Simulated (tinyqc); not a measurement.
# Schottky diode by the thermionic emission-diffusion theory: several studies

Metal on an n-type semiconductor with one parabolic valley; V > 0 is forward bias (metal positive). The band bends as a parabola over the depletion layer, by Vd = Vbi - V; no image force. Carriers drift and diffuse up to the interface and leave it with the velocity vR.

Inputs (values chosen for the exercise); band and dielectric values close to those of gallium arsenide: temperature T = 350 K; electron mass me = 0.0679 m0; relative permittivity eps_r = 13.1; electron mobility mun = 81 cm^2/(V s); barrier height seen from the metal phi = 0.69 eV; donor density Nd = 1.1e17 cm^-3; bias V = 0.45 V.

Constants: q = 1.602176634e-19 C, kB = 1.380649e-23 J/K, h = 6.62607015e-34 J s, m0 = 9.1093837015e-31 kg, Vt = kB T/q, eps0 = 8.8541878128e-14 F/cm where lengths are in cm. Results are converted to the units shown.

Each table varies one quantity; the others keep the values above.

## Current against voltage

A* = 4 pi q me m0 kB^2/h^3 (times 1e-4 for A/(cm^2 K^2)); Nc = 2 (2 pi me m0 kB T/h^2)^1.5 (times 1e-6 for cm^-3); Vbi = phi - Vt ln(Nc/Nd); vR = A* T^2/(q Nc). LD = sqrt(eps0 eps_r Vt/(q Nd)), a = sqrt((Vbi - V)/Vt), D(a) = exp(-a^2) int_0^a exp(s^2) ds (Dawson), vD = mun Vt/(sqrt(2) LD D(a)). J = q Nc [vR vD/(vR + vD)] exp(-phi/Vt) [exp(V/Vt) - 1]. Ideality n = (dV/d ln[J/(1 - exp(-V/Vt))])/Vt.

Current against voltage:
```
V (V)  vD (cm/s)  vD/(vR + vD)  J (A/cm^2)      n
0.05     1.056e7        0.4864    2.396e-4  1.014
0.121    9.866e6        0.4694    0.002953  1.017
0.193    9.106e6        0.4495     0.03129  1.020
0.264    8.286e6        0.4263      0.3129  1.026
0.336    7.357e6        0.3975       3.175  1.035
0.407    6.294e6        0.3608       30.34  1.053
0.479    4.973e6        0.3084       282.3  1.095
0.55     3.378e6        0.2325        2241  1.189
```

What does the comparison show?

vD falls from 1.06e7 to 3.38e6 cm/s and the share vD/(vR + vD) falls from 0.486 to 0.233; n goes from 1.014 to 1.189. It exceeds 1 only as far as vD, which falls with the surface field, limits the current.

## Effect of the doping

Same model as above.

The same in every row: vR (cm/s) = 1.1151e7.

Effect of the doping:
```
Nd (cm^-3)  vD (cm/s)  vD/(vR + vD)  J (A/cm^2)
1.9e15       3.7814e5      0.032799      11.477
4.8e15       7.3258e5      0.061647      21.571
1.2e16       1.3702e6       0.10943      38.293
3.1e16       2.5377e6       0.18539      64.871
8e16         4.5706e6       0.29072      101.73
```

vD rises from 3.78e5 to 4.57e6 cm/s, as Nd^(0.67) at fixed mobility, and J rises from 11.5 to 102 A/cm^2, while the pure emission value 350 A/cm^2 does not depend on Nd.

## Effect of the mobility

Same model as above.

The same in every row: vR (cm/s) = 1.115e7.

Results:
```
mun (cm^2/(V s))  vD (cm/s)  vD/(vR + vD)  J (A/cm^2)
1.2                 8.210e4      0.007309       2.558
4.4                 3.010e5       0.02629       9.199
16                  1.095e6       0.08940       31.28
57                  3.900e6        0.2591       90.67
750                 5.131e7        0.8215       287.5
2700                1.847e8        0.9431       330.0
9800                6.705e8        0.9836       344.2
```

Estimate the missing row, mun = 210 cm^2/(V s).

Computed row:
```
mun (cm^2/(V s))  vD (cm/s)  vD/(vR + vD)  J (A/cm^2)
210                 1.437e7        0.5630       197.0
```

With this row back in the table: J rises from 2.56 to 344 A/cm^2, as mun^(0.99) between the first two rows and mun^(0.03) between the last two. vD equals vR at mun = 163 cm^2/(V s): below that diffusion limits the current, above it emission. In 3 of the 8 rows vD exceeds 3e7 cm/s, beyond usual saturation velocities, since the low-field mobility is used at the surface field.

Program tinyqc, `OMP_NUM_THREADS=1 python tinyqc.py 2640011 2640012 out.jsonl`; Intel Xeon 2.30GHz, shared host, one thread, about 0.01 s.
